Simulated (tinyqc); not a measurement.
Scattering of inversion-layer electrons by surface optical phonons of the gate insulator (remote phonon scattering): one step, computed by the program tinyqc.

One subband with the Fang-Howard envelope; insulator and channel are half-spaces, the gate is far away, and an interlayer only moves the polar surface away by t (its own modes and its permittivity contrast are left out).

Question. Surface modes and strengths. eps(w) = eps_inf + (eps_0s - eps_i) w1^2/(w1^2 - w^2) + (eps_i - eps_inf) w2^2/(w2^2 - w^2). Surface modes solve eps(w) + eps_s = 0, a quadratic in w^2; the strength of a mode is g = 2/(w d eps/dw). Occupation N = 1/(exp(hbar w/(k_B T)) - 1).

Inputs (values chosen for the exercise, modelled on HfO2 on silicon):
```
quantity,value,unit
static constant of the insulator eps_0s,22.3,-
intermediate constant eps_i,6.46,-
optical constant eps_inf,5,-
hbar omega_TO1,12.5,meV
hbar omega_TO2,48.3,meV
constant of the channel eps_s,11.7,-
temperature T,350,K
```

Constants: k_B = 8.617333262e-05 eV/K.

Give: hbar omega_SO; strengths g; occupations N; hbar omega g (2 N + 1).

Answer.

hbar omega_SO (meV): 1 17.06, 2 50.50

strengths g: 1 0.02506, 2 0.00541

occupations N: 1 1.315, 2 0.231

hbar omega g (2 N + 1) (meV): 1 1.552, 2 0.399

The lower mode has the larger hbar omega g N, the prefactor of absorption before the dependence on q: 0.562 and 0.0630 meV.
